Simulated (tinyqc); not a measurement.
Two-sublattice mean-field magnet: ferrimagnet, compensation points and susceptibility: one step, computed by the program tinyqc. Command: `OMP_NUM_THREADS=1 python tinyqc.py 3015647 3015648 out.jsonl ferri walk`. One thread of a shared host (Intel(R) Xeon(R) Processor @ 2.30GHz), about 0.01 s of CPU time with the checks.

A random alloy A(1-x)B(x) with H = -sum over pairs J S_i.S_j. a = <S_A> and b = <S_B> are taken along z, a > 0. Exchange fields: h_A = (1 - x) zJ_AA a + x zJ_AB b, h_B = (1 - x) zJ_AB a + x zJ_BB b; a = S_A B_(S_A)(S_A h_A/(k_B T)) and likewise for b, with the Brillouin function B_S(y) = [(2S + 1)/(2S)] coth[(2S + 1) y/(2S)] - [1/(2S)] coth[y/(2S)].

Task: First step. Start from a = S_A, b = -S_B and apply the equations once.

Inputs (values chosen for the exercise, for a model ferrimagnet):

| quantity | value | unit |
|---|---|---|
| spin S_A | 1.5 | - |
| spin S_B | 1.5 | - |
| fraction x of B sites | 0.44 | - |
| z J_AA | 29.6 | meV |
| z J_BB | 0.53 | meV |
| z J_AB | -4.6 | meV |

T = 66.14632 K

Constants: k_B = 8.617333262e-05 eV/K.

Give: h_A; h_B; new a; new b.

Result:

h_A = 27.9 meV

h_B = -4.2138 meV

new a = 1.492

new b = -0.8055
